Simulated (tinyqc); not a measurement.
# Conduction-band offset of an n-N heterojunction from carrier-profile moments: effects of single changes

Layer 1 (x < 0) accumulates electrons and layer 2 (x > 0) is depleted. Boltzmann statistics. The bands bend down by V1 in layer 1 and up by V2 in layer 2, with V1 + V2 = VD = dE + Vt ln[(N2/Nc2)/(N1/Nc1)].

Values chosen for this exercise; values of the order of III-V alloys: temperature T = 200 K; relative permittivity of both layers eps_r = 11.6; density of states of the narrow-gap layer 1 Nc1 = 3.1e17 cm^-3; density of states of the wide-gap layer 2 Nc2 = 1.3e18 cm^-3; conduction-band offset dE = 0.2 eV; donor density in layer 1 N1 = 3.4e15 cm^-3; donor density in layer 2 N2 = 2e16 cm^-3; fixed charge at the interface si = -1.3e10 cm^-2.

Constants: q = 1.602176634e-19 C, kB = 1.380649e-23 J/K, Vt = kB T/q, eps0 = 8.8541878128e-14 F/cm where lengths are in cm. Results are converted to the units shown.

Each table varies one quantity; the others keep the values above.

## An error in the interface position

A C-V profile smears n(x) but keeps its zeroth and first moments: si = -int (N - n) dx, VD = (q/(eps0 eps_r)) int (N - n) x dx, dE = VD - Vt ln[(N2/Nc2)/(N1/Nc1)]. With the step of N placed at xi and the moment taken about xi, VD changes by (q/(eps0 eps_r)) [si xi + (N2 - N1) xi^2/2] and si by (N2 - N1) xi.

Result of one run:
```
xi (nm)  error of si (cm^-2)  error of dE (meV)
-7.5               -1.245e10              2.249
```

What becomes of these results when the assumed position of the interface xi is changed from -7.5 to 15 nm, all else the same?

Result of the changed run:
```
xi (nm)  error of si (cm^-2)  error of dE (meV)
15                  2.490e10            -0.1287
```

The whole series:
```
xi (nm)  error of si (cm^-2)  error of dE (meV)
-30                -4.980e10              17.74
-22.5              -3.735e10              11.12
-15                -2.490e10              5.955
-7.5               -1.245e10              2.249
0                          0                  0
7.5                 1.245e10            -0.7926
15                  2.490e10            -0.1287
22.5                3.735e10              1.992
30                  4.980e10              5.569
```

Among the rows the error of dE lies between -0.793 and 17.7 meV, with a linear part from si; the error of si is linear, 1.66e9 cm^-2 a nanometre.

## Effect of the doping of the wide-gap layer

Sheet densities from the first integral: Q1 = sqrt((2 eps0 eps_r Vt N1/q)(exp(u1) - u1 - 1)) extra electrons, Q2 = sqrt((2 eps0 eps_r Vt N2/q)(exp(-u2) + u2 - 1)) missing ones, u = V/Vt; neutrality Q1 = Q2 + si.

Result of one run:
```
N2 (cm^-3)  VD (V)   V1 (V)  Q1 (cm^-2)  n(0-)/Nc1
4.9e16      0.2213  0.07943    2.668e11      1.101
```

What becomes of these results when the donor density in layer 2 N2 is changed from 4.9e16 to 2.6e16 cm^-3, all else the same?

Result of the changed run:
```
N2 (cm^-3)  VD (V)   V1 (V)  Q1 (cm^-2)  n(0-)/Nc1
2.6e16      0.2104  0.06856    1.908e11     0.5859
```

The whole series:
```
N2 (cm^-3)  VD (V)   V1 (V)  Q1 (cm^-2)  n(0-)/Nc1
2.1e15      0.1670  0.02858    4.412e10    0.05757
4e15        0.1781  0.03800    6.638e10    0.09947
7.5e15      0.1889  0.04787    9.612e10     0.1763
1.4e16      0.1997  0.05811    1.364e11     0.3195
2.6e16      0.2104  0.06856    1.908e11     0.5859
4.9e16      0.2213  0.07943    2.668e11      1.101
9.1e16      0.2319  0.09013    3.683e11      2.048
1.7e17      0.2427   0.1010    5.079e11      3.842
```

Q1 rises from 4.41e10 to 5.08e11 cm^-2, as N2^(0.56) over the table, while VD grows by Vt ln 10 a decade and the share V1/VD rises from 0.171 to 0.416. For N2 = 2.6e16, 4.9e16, 9.1e16, 1.7e17 n(0-) nears or passes Nc1, where degeneracy and quantisation lower Q1.

Computed by the program tinyqc: `OMP_NUM_THREADS=1 python tinyqc.py 2410080 2410081 out.jsonl`, one thread of a shared Intel Xeon 2.30GHz, about 0.1 s for the whole run.
